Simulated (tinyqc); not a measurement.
# Electroplating on a thin resistive seed layer: kinetics, Wagner number and the terminal effect across a wafer, step by step

A worked calculation. Computed by tinyqc, a small Python program that keeps every step. Command: `OMP_NUM_THREADS=1 python tinyqc.py 3120128 3120129 out.jsonl terminal walk`. One thread of a shared host (Intel(R) Xeon(R) Processor @ 2.30GHz), about 0.03 s of CPU time with the checks. Intermediate numbers are printed to about 6 digits and carried at full precision; extremes and crossings named in words are read from the listed rows.

Current enters the seed at the rim. The bath is treated as a local resistance per area (no lateral flow in the liquid), two electrons per ion, molar volume 7.11 cm^3/mol, Faraday constant F = e N_A, kinematic viscosity 0.01 cm^2/s, omega = 2 pi x rpm/60; k_B T/e is in volts.

Inputs (values chosen for the exercise, of the order of those for copper plating from an acid sulfate bath):

| quantity | value | unit |
|---|---|---|
| wafer radius R | 10 | cm |
| seed thickness t | 28 | nm |
| seed resistivity | 17 | microohm cm |
| bath conductivity kappa | 0.3 | S/cm |
| gap to the anode h | 4.5 | cm |
| extra resistance of a porous plate | 0 | ohm cm^2 |
| exchange current density i_0 | 0.3 | mA/cm^2 |
| cathodic transfer coefficient alpha | 0.39 | - |
| mean current density | 21 | mA/cm^2 |
| diffusivity of the metal ion | 5.9e-06 | cm^2/s |
| metal ion concentration | 0.71 | mol/L |
| rotation rate | 100 | rpm |
| temperature T | 298 | K |

Constants: e = 1.602176634e-19 C; N_A = 6.02214076e+23 1/mol; k_B = 8.617333262e-05 eV/K.

## Rate, limit and resistances

Growth rate = i V_m/(2 F). Levich limit i_L = 0.62 x 2 F D^(2/3) omega^(1/2) nu^(-1/6) c. Tafel overpotential eta = (k_B T/(alpha e)) ln(i/i_0); kinetic resistance k_B T/(alpha e i); bath resistance h/kappa + plate; R_s = resistivity/t; Wagner number = kinetic resistance x kappa/R.

growth rate = 464.247 nm/min

limiting current i_L = 193.371 mA/cm^2

overpotential = 279.743 mV

kinetic resistance = 3.13549 ohm cm^2

bath resistance R_b = 15 ohm cm^2

sheet resistance R_s = 6.07143 ohm/square

Wagner number = 0.0940647

## Linear estimate of the terminal effect

Linearised: with R_t = kinetic + bath resistance the current density obeys (1/r)(r i')' = i R_s/R_t, so i = A I_0(r/l), l = sqrt(R_t/R_s); with x = R/l, edge/centre = I_0(x) and edge/mean = x I_0(x)/(2 I_1(x)). Voltage drop in the seed for a uniform current: i R_s R^2/4.

length l = 1.72830 cm

x = R/l = 5.78603

edge over centre, linear = 55.3311

edge over mean, linear = 3.18298

drop for uniform current = 3187.5 mV

## Current distribution

Full model: seed potential phi(r) with (1/r)(r phi')' = R_s i, where i solves phi = R_b i + (k_B T/(alpha e)) ln(i/i_0) (phi being the driving voltage left at r); phi'(0) = 0 and phi'(R) = R_s i_mean R/2. Solved by collocation to a tolerance of 1e-7.

Across the wafer:

| r/R | i (mA/cm^2) | i/mean | i/mean, linear |
|---|---|---|---|
| 0.00 | 2.2690 | 0.10805 | 0.05753 |
| 0.20 | 2.6084 | 0.12421 | 0.07846 |
| 0.40 | 4.0201 | 0.19143 | 0.16453 |
| 0.60 | 8.4304 | 0.40145 | 0.41444 |
| 0.75 | 17.4190 | 0.82948 | 0.87348 |
| 0.90 | 39.3106 | 1.87193 | 1.88695 |
| 1.00 | 69.4363 | 3.30649 | 3.18298 |

edge over centre, full model = 30.6022

The full model gives 30.6 against 55.3 from the linear form.

## As the film thickens, and with more bath resistance

The film is taken as uniform, with the seed resistivity; the last column adds 100 ohm cm^2 to R_b. Extra power of that plate = i^2 x 100 ohm cm^2 x area.

Edge over centre:

| thickness (nm) | R_s (ohm/square) | as given | with 100 ohm cm^2 more |
|---|---|---|---|
| 28 | 6.07143 | 30.6022 | 2.75416 |
| 42 | 4.04762 | 15.7904 | 2.05641 |
| 56 | 3.03571 | 10.2439 | 1.75245 |
| 84 | 2.02381 | 5.9608 | 1.47614 |
| 140 | 1.21429 | 3.4264 | 1.27391 |
| 280 | 0.60714 | 2.0187 | 1.13266 |
| 560 | 0.30357 | 1.4631 | 1.06528 |

extra power = 13.8544 W

The ratio falls below 1.1 in none of these rows as given, and from 560 nm on with the added resistance: what counts is R_s R^2 against the sum of kinetic and bath resistance.

Checks made by the program: mean of the distribution (relative difference 9e-07).
